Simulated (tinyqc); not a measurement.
# Deformation potential from the mobility gain

Inverse problem. Tension X along [100] raises the x valleys by D = Xu (s11 - s12) X against the y and z valleys. Their share is f = w/(w + 2), w = exp(-D/Vt), and for current along [100] mu/mu0 = [f/ml + (1 - f)/mt]/[(1/ml + 2/mt)/3]. Find f, D and Xu.

Parameters, values chosen for the exercise; values close to those of silicon: temperature T = 300 K; compliance s11 = 7.49 1/TPa; compliance s12 = -2.13 1/TPa; longitudinal mass ml = 0.906 m0; transverse mass mt = 0.189 m0.

Constants: q = 1.602176634e-19 C, kB = 1.380649e-23 J/K, Vt = kB T/q. Results are converted to the units shown.

mu/mu0 = 1.09218827
X = 130 MPa

Answer. The gain is linear in f; w = 2 f/(1 - f).

f = 0.248
D = 10.8 meV
Xu = 8.65 eV

Computed by the program tinyqc: `OMP_NUM_THREADS=1 python tinyqc.py 2530028 2530029 out.jsonl`, one thread of a shared Intel Xeon 2.30GHz, about 0.01 s for the whole run.
